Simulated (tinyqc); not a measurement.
Inside a calculation. Method: plane-wave Kohn-Sham cycle with exchange-only LDA in a layered model solid. One step of it, computed by the program tinyqc.

Question. Iteration 2: levels at that k. Diagonalise the Hermitian matrix.

H (hartree):
```
,-3,-2,-1,+0,+1,+2,+3
-3,0.568324,-0.313328,-0.012708,0.000015,0.000323,0.000196,0.000031
-2,-0.313328,0.141143,-0.313328,-0.012708,0.000015,0.000323,0.000196
-1,-0.012708,-0.313328,-0.115166,-0.313328,-0.012708,0.000015,0.000323
+0,0.000015,-0.012708,-0.313328,-0.200603,-0.313328,-0.012708,0.000015
+1,0.000323,0.000015,-0.012708,-0.313328,-0.115166,-0.313328,-0.012708
+2,0.000196,0.000323,0.000015,-0.012708,-0.313328,0.141143,-0.313328
+3,0.000031,0.000196,0.000323,0.000015,-0.012708,-0.313328,0.568324
```

Give: eigenvalues.

Answer.

eigenvalues (hartree): -0.6833  -0.3590  -0.0623  0.2077  0.3637  0.7580  0.7633
